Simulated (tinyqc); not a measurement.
Dispersion against the sound-wave line: Born-von Karman spring model of a cubic crystal with one atom per cell. Computed by tinyqc, a small Python program. Command: `OMP_NUM_THREADS=1 python tinyqc.py 3009246 3009247 out.jsonl springs walk`. One thread of a shared host (Intel(R) Xeon(R) Processor @ 2.30GHz), about 0.1 s of CPU time with the checks.

First neighbours lie at a/2 (1,1,1) (8 of them), second at a (1,0,0) (6), with all permutations and signs; the volume per atom is Omega = a^3/2. Two shells of springs match a real metal only roughly, above all at the zone boundary.

Inputs (values chosen for the exercise, modelled on tantalum):
```
quantity,value,unit
atomic mass M,180.95,u
radial spring k1L,3.28,eV/angstrom^2
transverse spring k1T,-0.31,eV/angstrom^2
radial spring k2L,1.9,eV/angstrom^2
transverse spring k2T,-0.087,eV/angstrom^2
```

Lattice: bcc.

Constants: nu for 1 eV/(angstrom^2 u) = 15.6333042 THz.

Method:
- A neighbour at R with unit vector n couples by the matrix K(R) = kL n n^T + kT (1 - n n^T), and D(q) = (1/M) sum_R K(R) [1 - cos(q.R)].
- An eigenvalue lambda of D in eV/(angstrom^2 u) gives nu = 15.6333042 THz x sqrt(lambda).
- The last column divides the top branch by the straight line with its slope at G. End points in 2 pi/a: H = (1, 0, 0), N = (0.5, 0.5, 0).

Frequencies (THz) along two lines:
```
line,fraction of the way,nu 1,nu 2,nu 3,nu 3 / linear
G-H,0.10,0.6512,0.6512,1.2038,0.98755
G-H,0.25,1.6035,1.6035,2.8175,0.92456
G-H,0.40,2.4890,2.4890,3.9881,0.81792
G-H,0.55,3.2590,3.2590,4.5927,0.68504
G-H,0.70,3.8606,3.8606,4.6830,0.54882
G-H,0.85,4.2450,4.2450,4.4981,0.43412
G-H,1.00,4.3774,4.3774,4.3774,0.35910
G-N,0.10,0.3971,0.4598,0.8891,0.99589
G-N,0.25,0.9715,1.1249,2.1751,0.97450
G-N,0.40,1.4922,1.7278,3.3409,0.93549
G-N,0.55,1.9305,2.2352,4.3220,0.88016
G-N,0.70,2.2621,2.6191,5.0643,0.81033
G-N,0.85,2.4686,2.8583,5.5268,0.72827
G-N,1.00,2.5388,2.9395,5.6838,0.63662
```

Along G-H the top branch ends at 36 % of its linear extrapolation. Along G-N the top branch ends at 64 % of its linear extrapolation, which is the 2/pi of a pure sine: planes normal to this line couple to their next planes alone. A Debye model keeps the straight line throughout.
